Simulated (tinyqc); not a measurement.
Thermal stress, cracking, delamination and buckling of a thin film; Griffith cracks and misfitting inclusions: one step, computed by the program tinyqc. Command: `OMP_NUM_THREADS=1 python tinyqc.py 3004027 3004028 out.jsonl filmcrack walk`. One thread of a shared host (Intel(R) Xeon(R) Processor @ 2.30GHz), about 0.01 s of CPU time with the checks.

Isotropic linear elasticity; the substrate is much thicker than the film; stress is positive in tension.

Problem. Channel cracks and edge delamination. Channel crack through the film: G = pi g G0, critical thickness where G = Gamma_f. Steady delamination from an edge: G = G0, critical thickness where G = Gamma_i.

Inputs (values chosen for the exercise, modelled on a silicon nitride film on silicon): deposition temperature T_d = 1200 K; final temperature T = 300 K; film thickness h = 0.059 micrometre; film toughness Gamma_f = 18.7 J/m^2; interface toughness Gamma_i = 1.1 J/m^2.

factor g = 1.598113

G0 = 0.04172146 J/m^2

Give: driving force for channelling; critical thickness for channelling; critical thickness for delamination.

Solution.

driving force for channelling = 0.2095 J/m^2

critical thickness for channelling = 5.267 micrometre

critical thickness for delamination = 1.556 micrometre

As the film thickens, delamination comes first. At h the film is safe against both.
